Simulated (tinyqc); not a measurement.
Worked calculation: ROHF in the sto-3g basis, for H3, spin multiplicity 2. This run ends on a higher stationary point, not on the lowest solution. One step of it, computed by the program tinyqc.

Problem. Iteration 13 (converged): orbitals. Diagonalise F' = X^T F X, C = X C', fill 2 alpha and 1 beta electrons from the bottom; D(s) = C_occ C_occ^T. Each column has its largest component positive (the first on a tie).

converged F (hartree), lower triangle:
```
,1H 1s,2H 1s,3H 1s
1H 1s,-0.406973
2H 1s,-0.587527,-0.463699
3H 1s,-0.587424,-0.663250,-0.463731
```

X, lower triangle:
```
,1H 1s,2H 1s,3H 1s
1H 1s,1.351135
2H 1s,-0.350411,1.303948
3H 1s,-0.350544,-0.280536,1.304043
```

Give: F' = X^T F X; orbital energies; coefficients C; D(alpha) after iteration 13; D(beta) after iteration 13.

Solution.

F' = X^T F X (hartree), lower triangle:
```
,1,2,3
1,0.0930
2,-0.3598,0.0318
3,-0.3597,-0.4693,0.0317
```

orbital energies (hartree): MO1 -0.7460, MO2 0.4015, MO3 0.5010

coefficients C:
```
,MO1,MO2,MO3
1H 1s,0.2768,1.4123,-0.0017
2H 1s,0.4371,-0.6734,1.1213
3H 1s,0.4371,-0.6764,-1.1196
```

D(alpha) after iteration 13, lower triangle:
```
,1H 1s,2H 1s,3H 1s
1H 1s,2.0712
2H 1s,-0.8301,0.6445
3H 1s,-0.8344,0.6466,0.6486
```

D(beta) after iteration 13, lower triangle:
```
,1H 1s,2H 1s,3H 1s
1H 1s,0.0766
2H 1s,0.1210,0.1911
3H 1s,0.1210,0.1910,0.1910
```
